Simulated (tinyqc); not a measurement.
Specific resistance of a metal-semiconductor contact and its transmission-line measurement: one step, computed by the program tinyqc.

The barrier is parabolic (depletion approximation), energies E are normal energies counted from the band edge in the neutral semiconductor (downwards for holes), and the bias is zero. xi is an input, held fixed when other inputs move.

Problem. Tunnelling energy and barrier. E_00 = (e hbar/2) sqrt(N/(eps eps_0 m)); band bending E_b = phi_B + xi; depletion width w = sqrt(2 eps eps_0 E_b/(e^2 N)). Image lowering d_phi = (e^3 N E_b/(8 pi^2 (eps eps_0)^3))^(1/4) (E_b in volts), and E_b - d_phi replaces E_b everywhere except in w.

Inputs (values chosen for the exercise, modelled on n-type In0.53Ga0.47As):

| quantity | value | unit |
|---|---|---|
| tunnelling mass m | 0.043 | m_0 |
| permittivity eps | 13.9 | - |
| barrier height phi_B | 0.18 | eV |
| doping N | 2.5e+19 | 1/cm^3 |
| Fermi level above the band edge in the bulk, xi | 0.52 | eV |
| temperature T | 400 | K |

Image-force lowering: included.

Constants: hbar = 1.054571817e-34 J s; eps_0 = 8.8541878128e-12 F/m; m_0 = 9.1093837015e-31 kg; k_B = 8.617333262e-05 eV/K; e = 1.602176634e-19 C.

Give: E_00; E_00/k_B T; depletion width; barrier used, above the bulk band edge.

Solution.

E_00 = 120.1 meV

E_00/k_B T = 3.484

depletion width = 6.559 nm

barrier used, above the bulk band edge = 0.5513 eV

By the usual rule this is thermionic-field emission (0.5 to 5 k_B T).
